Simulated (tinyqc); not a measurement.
Potential-pH (Pourbaix) lines of a metal, its cation, its oxide and an oxyanion, with a complexing ligand: one step, computed by the program tinyqc. Command: `OMP_NUM_THREADS=1 python tinyqc.py 3029329 3029330 out.jsonl pourb walk`. One thread of a shared host (Intel(R) Xeon(R) Processor @ 2.30GHz), about 0.01 s of CPU time with the checks.

Potentials are against the standard hydrogen electrode; solids and water have unit activity; dG_f of M, H+ and the electron is zero; F = e N_A and s = R T ln(10)/F. The cation carries z = 3.

Problem. Standard potentials. M3+ + 3e = M; (1/2) M2O3 + 3H+ + 3e = M + (3/2) H2O; MO2(-) + 4H+ + 3e = M + 2H2O. For each, E0 = -dG/(z F), and E = E0 + (s/z) log10 a - (s n_H/z) pH, with no activity term for the oxide.

Inputs (values chosen for the exercise, modelled on gallium): dG_f of the cation = -159.9 kJ/mol; dG_f of the oxide = -997.64 kJ/mol; dG_f of the oxyanion = -534.46 kJ/mol; dG_f of water = -237.14 kJ/mol; temperature T = 298.15 K.

Species: M, M3+, M2O3, MO2(-).

Constants: R = 8.314462618 J/(mol K); e = 1.602176634e-19 C; N_A = 6.02214076e+23 1/mol.

Give: s; E0.

Solution.

s = 0.05916 V

E0 (V): cation -0.5524, oxide -0.4944, oxyanion -0.2079

The metal is less noble than hydrogen.
